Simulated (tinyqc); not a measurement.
Voltage drop against the pad pitch.

A grid of 13 by 13 nodes with segments Rx (rows) and Ry (columns); every node draws I1 and the central node kh I1; pads with resistance Rp sit at the nodes whose row and column are multiples of the pitch, counting from 0. The drops u = Vdd - V follow from G u = i, with G the conductance matrix and i the load currents, solved directly.

Inputs (values chosen for the exercise): supply voltage Vdd = 0.75 V; resistance of a horizontal segment Rx = 1.8 ohm; resistance of a vertical segment Ry = 1.2 ohm; resistance from a pad node to the supply Rp = 0.059 ohm; factor on the load at the hot node kh = 8; load current of a node in the large grid I1 = 0.38 mA.

Voltage drop against the pad pitch:

| pitch (nodes) | pads | worst drop (mV) | mean drop (mV) | largest drop at a pad (mV) | largest pad current (mA) | worst drop over Vdd (%) |
|---|---|---|---|---|---|---|
| 1 | 169 | 0.1580 | 0.02335 | 0.1580 | 2.677 | 0.02106 |
| 2 | 49 | 0.6885 | 0.4015 | 0.2318 | 3.928 | 0.09180 |
| 3 | 25 | 1.633 | 1.149 | 0.3432 | 5.818 | 0.2177 |
| 4 | 16 | 5.049 | 2.413 | 0.3618 | 6.133 | 0.6732 |
| 6 | 9 | 7.275 | 5.770 | 0.8446 | 14.32 | 0.9700 |
| 12 | 4 | 33.75 | 26.27 | 0.9865 | 16.72 | 4.500 |

The worst drop goes from 0.158 to 33.7 mV while the number of pads falls from 169 to 4; between the last two rows it goes as pitch^(2.21). The largest drop at a pad is 100 % of the worst drop in the first row and 2.92 % in the last; the rest falls along the wires.

Computed by the program tinyqc: `OMP_NUM_THREADS=1 python tinyqc.py 2770131 2770132 out.jsonl`, one thread of a shared Intel Xeon 2.30GHz, about 0.08 s for the whole run.
